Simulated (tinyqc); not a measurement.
# n-type polysilicon, carrier trapping at grain boundaries: two studies

One-dimensional grains of size Lg, uniform ionised doping N, monovalent traps Qt at each boundary at a depth Et below (for electrons) or above (for holes) the band edge there, abrupt depletion of width W on each side of a boundary, Boltzmann statistics. xi is the distance from the band edge at the grain centre to the Fermi level. Trapped charge Qt/(1 + exp((xi + VB - Et)/Vt)) = 2 N W, barrier VB = q N W^2/(2 eps0 eps_r).

Parameters, values chosen for the exercise; values of the order met in polycrystalline silicon: temperature T = 300 K; relative permittivity eps_r = 11.7; conduction-band density of states at T NB = 2.8e19 cm^-3; grain size Lg = 53 nm; trap density of a grain boundary Qt = 9.3e11 cm^-2; depth of the trap level from the majority band edge at the boundary Et = 0.4 eV; mass for thermionic emission ms = 0.4 m0; correction factor of the emission rate fe = 1; mobility inside the grains mug = 150 cm^2/(V s); doping N = 5.1e16 cm^-3.

Constants: q = 1.602176634e-19 C, kB = 1.380649e-23 J/K, m0 = 9.1093837015e-31 kg, Vt = kB T/q, eps0 = 8.8541878128e-14 F/cm where lengths are in cm. Results are converted to the units shown.

Each table varies one quantity; the others keep the values above.

## Effect of the doping

If the trap equation with xi = Vt ln(NB/N) has a root W < Lg/2, the grain is partly depleted; otherwise W = Lg/2 and the trap equation gives xi = Et - VB + Vt ln(Qt/(N Lg) - 1). N* = Qt/Lg. n0 = NB exp(-xi/Vt); mean density n0 (1 - 2 W/Lg) by charge balance in a partly depleted grain, and n0 (sqrt(pi)/2) erf(u)/u with u = sqrt(VB/Vt) in a fully depleted one; v = sqrt(kB T/(2 pi ms m0)); barrier resistivity Vt exp(VB/Vt)/(q fe n0 v Lg); grain resistivity (1 - 2 W/Lg)/(q n0 mug); effective mobility 1/(q mean density total resistivity). Rows with xi above 0.45 V, towards mid-gap, are left out, since the other carrier type is ignored.

Results:

| N (cm^-3) | N/N* | depleted share 2 W/Lg | VB (V) | xi (V) | mean density (cm^-3) | resistivity (ohm cm) | effective mobility (cm^2/(V s)) |
|---|---|---|---|---|---|---|---|
| 1.8e16 | 0.10258 | 1.0000 | 0.0097748 | 0.44629 | 7.9011e11 | 11729 | 673.53 |
| 3.9e16 | 0.22226 | 1.0000 | 0.021179 | 0.41120 | 2.7096e12 | 4691.3 | 491.01 |
| 8.1e16 | 0.46161 | 1.0000 | 0.043987 | 0.35999 | 1.5940e13 | 1563.6 | 250.42 |
| 1.7e17 | 0.96882 | 1.0000 | 0.092318 | 0.21885 | 2.7449e15 | 43.151 | 52.696 |
| 3.6e17 | 2.0516 | 0.48738 | 0.046438 | 0.11256 | 1.8454e17 | 0.17909 | 188.85 |
| 1.6e18 | 9.1183 | 0.10967 | 0.010450 | 0.073994 | 1.4245e18 | 0.029856 | 146.75 |
| 3.3e18 | 18.806 | 0.053173 | 0.0050668 | 0.055279 | 3.1245e18 | 0.014577 | 137.03 |
| 7e18 | 39.892 | 0.025067 | 0.0023887 | 0.035838 | 6.8245e18 | 0.0069168 | 132.22 |

Estimate the missing row, N = 7.6e17 cm^-3.

Computed row:

| N (cm^-3) | N/N* | depleted share 2 W/Lg | VB (V) | xi (V) | mean density (cm^-3) | resistivity (ohm cm) | effective mobility (cm^2/(V s)) |
|---|---|---|---|---|---|---|---|
| 7.6e17 | 4.3312 | 0.23088 | 0.022000 | 0.093239 | 5.8453e17 | 0.064166 | 166.41 |

With this row back in the table: As N goes from 1.8e16 to 7e18, VB goes from 0.00977 through a maximum of 0.0923 (at N = 1.7e17 among the rows listed) to 0.00239 V, the resistivity falls from 11700 to 0.00692 ohm cm and the effective mobility moves up and down between 52.7 and 674 cm^2/(V s). The steepest fall of the resistivity among the rows, as N^(-7.3), lies between N = 1.7e17 and 3.6e17 cm^-3; N* = 1.75e17 cm^-3. While the grain is fully depleted VB grows as N; once the traps are full it falls as 1/N. For N = 3.3e18, 7e18 xi is under 2.5 Vt, where Boltzmann statistics begin to fail. For N = 1.8e16, 3.9e16, 7.6e17, 1.6e18, 3.3e18, 7e18 VB is below Vt, where abrupt depletion and thermionic emission are rough. For N = 1.8e16, 3.9e16, 8.1e16, 3.6e17, 7.6e17 the effective mobility exceeds mug, since drift through the depleted part of the grain is left out.

## Effect of the grain size

Same model as above.

N* = Qt/Lg.

Result of one run:

| Lg (nm) | N/N* | depleted share 2 W/Lg | VB (V) | xi (V) | mean density (cm^-3) | resistivity (ohm cm) | effective mobility (cm^2/(V s)) |
|---|---|---|---|---|---|---|---|
| 31 | 0.1700 | 1.000 | 0.009475 | 0.4315 | 1.404e12 | 1.119e4 | 397.2 |

What becomes of these results when the grain size Lg is changed from 31 to 500 nm, all else the same?

Result of the changed run:

| Lg (nm) | N/N* | depleted share 2 W/Lg | VB (V) | xi (V) | mean density (cm^-3) | resistivity (ohm cm) | effective mobility (cm^2/(V s)) |
|---|---|---|---|---|---|---|---|
| 500 | 2.742 | 0.2871 | 0.2031 | 0.1631 | 3.636e16 | 39.02 | 4.399 |

The whole series:

| Lg (nm) | N/N* | depleted share 2 W/Lg | VB (V) | xi (V) | mean density (cm^-3) | resistivity (ohm cm) | effective mobility (cm^2/(V s)) |
|---|---|---|---|---|---|---|---|
| 31 | 0.1700 | 1.000 | 0.009475 | 0.4315 | 1.404e12 | 1.119e4 | 397.2 |
| 53 | 0.2906 | 1.000 | 0.02770 | 0.3954 | 4.684e12 | 3272 | 407.2 |
| 94 | 0.5155 | 1.000 | 0.08712 | 0.3113 | 7.898e13 | 710.5 | 111.2 |
| 160 | 0.8774 | 0.8971 | 0.2031 | 0.1631 | 5.249e15 | 120.2 | 9.892 |
| 290 | 1.590 | 0.4949 | 0.2031 | 0.1631 | 2.576e16 | 66.68 | 3.634 |
| 500 | 2.742 | 0.2871 | 0.2031 | 0.1631 | 3.636e16 | 39.02 | 4.399 |

As Lg goes from 31 to 500, VB rises from 0.00948 to 0.203 V, the resistivity falls from 11200 to 39.0 ohm cm and the effective mobility moves up and down between 3.63 and 407 cm^2/(V s). For Lg = 31 VB is below Vt, where abrupt depletion and thermionic emission are rough. For Lg = 160 the grain is near the changeover between partial and full depletion, within a few Debye lengths, where both limits are rough. For Lg = 31, 53 the effective mobility exceeds mug, since drift through the depleted part of the grain is left out.

Computed by the program tinyqc: `OMP_NUM_THREADS=1 python tinyqc.py 2830088 2830089 out.jsonl`, one thread of a shared Intel Xeon 2.30GHz, about 0.01 s for the whole run.
